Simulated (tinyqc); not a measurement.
# Circular transfer-length structure: two studies

A disc contact of radius r0 and a very wide ring contact from r1 = r0 + sp outwards lie on a thin layer; the metal has no resistance and the sheet resistance under the contacts equals Rsh.

Parameters, values chosen for the exercise: sheet resistance of the semiconductor layer Rsh = 38 ohm/sq; specific contact resistivity rc = 3.7e-5 ohm cm^2; radius of the inner contact r0 = 220 um; gap between the contacts sp = 100 um.

Each table varies one quantity; the others keep the values above.

## Resistance against gap

Transfer length Lt = sqrt(rc/Rsh). R = (Rsh/2 pi) [(Lt/r0) I0(r0/Lt)/I1(r0/Lt) + ln(r1/r0) + (Lt/r1) K0(r1/Lt)/K1(r1/Lt)] with modified Bessel functions; for r0 >> Lt both ratios tend to 1. The last column is Rsh (sp + 2 Lt)/(2 pi r0).

Result of one run:

| sp (um) | R (ohm) | large-radius form (ohm) | linear form (ohm) |
|---|---|---|---|
| 82 | 2.388 | 2.385 | 2.797 |

What becomes of these results when the gap between the contacts sp is changed from 82 to 54 um, all else the same?

Result of the changed run:

| sp (um) | R (ohm) | large-radius form (ohm) | linear form (ohm) |
|---|---|---|---|
| 54 | 1.819 | 1.817 | 2.027 |

The whole series:

| sp (um) | R (ohm) | large-radius form (ohm) | linear form (ohm) |
|---|---|---|---|
| 15 | 0.9252 | 0.9241 | 0.9549 |
| 23 | 1.120 | 1.118 | 1.175 |
| 35 | 1.400 | 1.398 | 1.505 |
| 54 | 1.819 | 1.817 | 2.027 |
| 82 | 2.388 | 2.385 | 2.797 |
| 120 | 3.083 | 3.080 | 3.841 |
| 190 | 4.186 | 4.182 | 5.766 |
| 290 | 5.478 | 5.473 | 8.515 |

R rises from 0.925 to 5.48 ohm. The linear form is 3.2 % above it in the first row and 55 % above it in the last, where ln(1 + sp/r0) has bent well below sp/r0. A straight line through the end rows, read with the linear form, gives Rsh = 22.9 ohm/sq and Lt = 20.4 um, against 38 and 9.87.

## Effect of the inner radius

Same model as above.

Result of one run:

| r0 (um) | r0/Lt | inner contact (ohm) | rc/(pi r0^2) (ohm) | Rsh Lt/(2 pi r0) (ohm) |
|---|---|---|---|---|
| 40 | 4.0537 | 1.7237 | 0.73609 | 1.4919 |

What becomes of these results when the radius of the inner contact r0 is changed from 40 to 10 um, all else the same?

Result of the changed run:

| r0 (um) | r0/Lt | inner contact (ohm) | rc/(pi r0^2) (ohm) | Rsh Lt/(2 pi r0) (ohm) |
|---|---|---|---|---|
| 10 | 1.0134 | 13.229 | 11.777 | 5.9678 |

The whole series:

| r0 (um) | r0/Lt | inner contact (ohm) | rc/(pi r0^2) (ohm) | Rsh Lt/(2 pi r0) (ohm) |
|---|---|---|---|---|
| 5.1 | 0.51685 | 46.776 | 45.281 | 11.702 |
| 10 | 1.0134 | 13.229 | 11.777 | 5.9678 |
| 20 | 2.0268 | 4.2497 | 2.9444 | 2.9839 |
| 40 | 4.0537 | 1.7237 | 0.73609 | 1.4919 |
| 80 | 8.1074 | 0.79687 | 0.18402 | 0.74597 |
| 160 | 16.215 | 0.38506 | 0.046006 | 0.37299 |
| 320 | 32.430 | 0.18944 | 0.011501 | 0.18649 |

The inner contact goes as r0^(-1.88) between the first two rows, where it is 3.3 % above rc over the area, and as r0^(-1.02) between the last two, where it is 1.6 % above the rim form: a small disc uses its whole area, a large one only a rim of width Lt.

Program tinyqc, `OMP_NUM_THREADS=1 python tinyqc.py 2760063 2760064 out.jsonl`; Intel Xeon 2.30GHz, shared host, one thread, about 0.01 s.
